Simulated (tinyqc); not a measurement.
Surface segregation during layer-by-layer epitaxy: two-layer exchange kinetics and the shape of quantum wells and delta layers: one step, computed by the program tinyqc.

Atoms A and B exchange only between the growing layer and the one below it. B is supplied for N layers, then pure A follows.

Problem. Exchange rates. p1 = nu exp(-E1/(k_B T)) (B up, A down), p2 = nu exp(-(E1 + E_s)/(k_B T)) (B down); time per layer tau = 1/G; K = p1/p2. Temperatures in kelvin are T(C) + 273.15. Dilute equilibrium share passed up per layer R_eq = K/(1 + K).

Inputs (values chosen for the exercise, close to those used for germanium in silicon):
```
quantity                     value      unit
barrier E1 for B to move up   1.69        eV
segregation energy E_s        0.29        eV
attempt frequency nu             1       THz
growth rate G                 0.11  layers/s
temperature T                  350         C
```

Constants: k_B = 8.617333262e-05 eV/K.

Give: p1; p2; p1 tau; K; R_eq.

Solution.

p1 = 0.021477 1/s

p2 = 9.6958e-05 1/s

p1 tau = 0.19525

K = 221.51

R_eq = 0.99551

Exchange is slow against growth: segregation is kinetically frozen.
